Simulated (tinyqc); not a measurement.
Valley-orbit splitting of a donor ground state, with strain: one step, computed by the program tinyqc.

The basis is the 1s envelope in each valley; energies are counted from the unstrained conduction-band edge. The strain is e_s (a a^T - 1/3) for the unit stress axis a, so valley j along n_j moves by Xi_u e_s w_j with w_j = (n_j.a)^2 - 1/3: +2/3 for [111], -2/9 for the others.

Task: Populations and ionisation. H_jj = -(E_0 + Lambda) + Xi_u e_s w_j; H_jk = -Delta_1 between any two valleys. z = sum over levels of exp(-(E - E_ground)/k_B T), the ground-state share being 1/z; N_c = 2 (2 pi m_e k_B T/h^2)^(3/2) sum_j exp(-(shift_j - lowest shift)/k_B T); n1 = N_c/(2 z) exp(-binding/k_B T), binding = lowest shift - E_ground; without compensation n = 2 N_D/(1 + sqrt(1 + 4 N_D/n1)) (Boltzmann statistics; p and higher states left out).

Inputs (values chosen for the exercise, modelled on donors in germanium):
```
quantity                                     value   unit
single-valley binding energy E_0                10    meV
central-cell shift Lambda                     0.95    meV
coupling Delta_1                              0.91    meV
shear deformation potential Xi_u              16.6     eV
shear strain e_s                          -9.4e-05      -
temperature T                                  200      K
donor density N_D                          2.6e+16  cm^-3
density-of-states mass of one valley m_e     0.223    m_0
```

Valleys: four along <111>. Stress axis: [111].

Constants: k_B = 8.617333262e-05 eV/K; m_0 = 9.1093837015e-31 kg; k_B = 1.380649e-23 J/K; h = 6.62607015e-34 J s.

Give: partition sum z; share of neutral donors in the ground state; N_c; n1; free electrons n.

Result:

partition sum z = 3.408

share of neutral donors in the ground state = 0.2935

N_c = 5.420e+18 cm^-3

n1 = 3.794e+17 cm^-3

free electrons n = 2.443e+16 cm^-3

Caution: k_B T exceeds a third of E_0, so the p and higher states, left out, hold part of the bound electrons. Caution: at this donor density neighbouring orbits begin to overlap and the depth shrinks, which a fixed level leaves out.
